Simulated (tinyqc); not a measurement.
# Worked calculation: CMOS latch-up, two-transistor model

Program tinyqc, `OMP_NUM_THREADS=1 python tinyqc.py 2670010 2670011 out.jsonl`; Intel Xeon 2.30GHz, shared host, one thread, about 0.04 s. Printed values are rounded.

A parasitic pnp (emitter at Vdd, base shunted by Rw) and npn (emitter at ground, base shunted by Rs) feed each other: the npn collector current flows out of the pnp base node, the pnp collector current into the npn base node. Forward-active transistors with constant gains: Icn = Isn exp(Vn/Vt), Icp = Isp (exp(Vp/Vt) - 1). A current Ii is injected into the npn base node.

Inputs (values chosen for the exercise); values close to those of bulk CMOS:
- T = 293 K (temperature)
- bn = 1.2 (current gain of the npn)
- bp = 1.7 (current gain of the pnp)
- Isn = 2.6e-15 A (saturation current of the npn at T)
- Isp = 6.3e-16 A (saturation current of the pnp at T)
- Rs = 63 ohm (substrate resistance shunting the npn)
- Rw = 630 ohm (well resistance shunting the pnp)
- R2 = 80 ohm (resistance from the pnp collector to the npn base)
- Von = 0.71 V (base-emitter voltage in the on state)
- Vsat = 0.16 V (saturation voltage)
- Vdd = 3.3 V (supply voltage)
- Ii = 9.41 mA (current injected into the substrate)

Constants: q = 1.602176634e-19 C, kB = 1.380649e-23 J/K, Vt = kB T/q. Results are converted to the units shown.

## Holding current and voltage

On state with both base-emitter voltages at Von: npn base current Ib = (Von/Rs + bp Von/Rw)/(bn bp - 1), holding current Ih = (bn + 1) Ib + Von/Rs, holding voltage Vh = Vsat + Von + R2 (Ib + Von/Rs).

bn bp = 2.04
Ib = 12.6786 mA
Ih = 39.1627 mA
Vh = 2.78587 V

Vh is below Vdd = 3.3 V, so the supply can sustain a latched state.

## The off branch

Vn, point 0 to 7 (V): 0.477  0.557  0.607  0.637  0.657  0.677  0.692  0.707

Node equations: Vp/Rw + Icp/bp = Icn and Vn/Rs + Icn/bn = Icp + Ii. Loop gain G = gn gp/[(1/Rw + gp/bp)(1/Rs + gn/bn)], gn = Icn/Vt, gp = (Icp + Isp)/Vt; the off state ends where G = 1, and Ii there is the trigger current. For each Vn: Icn, then Vp from the first equation, then Ii from the second.

```
point   Icn (mA)     Vp (V)    Icp (mA)  Ii (mA)           G
0      4.1655e-4  2.6242e-4  6.5821e-15   7.5718  1.6495e-14
1      0.0099018  0.0062381  1.7657e-13   8.8495  4.8719e-13
2       0.071737   0.045194  3.1432e-12   9.6947  1.4665e-11
3        0.23538    0.14829  2.2322e-10   10.307   2.2024e-9
4        0.51972    0.32743   2.6994e-7   10.862   4.1980e-6
5         1.1476    0.66324     0.16121   11.541      1.0105
6         2.0787    0.72100      1.5883   11.128      1.5886
7         3.7653    0.74665      4.3863   9.9737      1.7813
```

Ii peaks at 11.54 mA, at Vn = 0.6769 V where G = 1; beyond it the loop feeds itself.

## Iteration 1: response to the injected current, once round the loop per iteration

Vn at the start = 0.53 V

Icn = Isn exp(Vn/Vt); Vp solves Vp/Rw + Icp/bp = Icn; Vn(new) solves Vn/Rs + (Isn/bn) exp(Vn/Vt) = Icp + Ii.

Icn = 0.00339857 mA
Vp = 0.00214110 V
Icp = 5.57546e-14 mA
Vn after iteration 1 = 0.590844 V

## Course of the iteration: response to the injected current, once round the loop per iteration

Stop when Vn changes by less than 1e-9 V, or after 150 iterations. Vn must stay below 1.1 V.

Course of the iteration:
```
iteration    Vn (V)  |change| (V)
1          0.590844        0.0608
2          0.590844      5.44e-14
```

Converged in 2 iterations. An off state exists, since Ii is below the trigger current, the largest Ii that the node equations allow, 11.54 mA.
